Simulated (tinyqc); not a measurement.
Adsorption as a lattice gas: isotherms with interactions, competition, desorption peaks and saturation dose: one step, computed by the program tinyqc. Command: `OMP_NUM_THREADS=1 python tinyqc.py 3003926 3003927 out.jsonl adsorb walk`. One thread of a shared host (Intel(R) Xeon(R) Processor @ 2.30GHz), about 0.2 s of CPU time with the checks.

One adsorbate per site; a molecule needs 2 empty sites. Gas and surface have the same temperature.

Question. Desorption peak without interaction. The peak obeys E/(k_B T_p^2) = (nu theta_0/beta) exp(-E/(k_B T_p)) if theta at the peak is theta_0/2. Redhead's shortcut, with the constant 3.46 (3.64 is also in use), reads E back as k_B T_p [ln(nu' T_p/beta) - 3.46], nu' = nu theta_0.

Inputs (values chosen for the exercise, for a model surface):
```
quantity                    value  unit
desorption energy E         0.963    eV
prefactor nu              1.4e+12   1/s
heating rate beta             1.6   K/s
initial coverage theta_0     0.39     -
```

Adsorption: dissociative (second order).

Constants: k_B = 8.617333262e-05 eV/K.

Give: peak temperature T_p; E by Redhead's shortcut.

Answer.

peak temperature T_p = 383.6 K

E by Redhead's shortcut = 0.9601 eV

The shortcut misses by -0.30 %, since 3.46 stands for ln(E/(k_B T_p)) = 3.37. A prefactor wrong by a factor 100 would shift E by 0.152 eV.
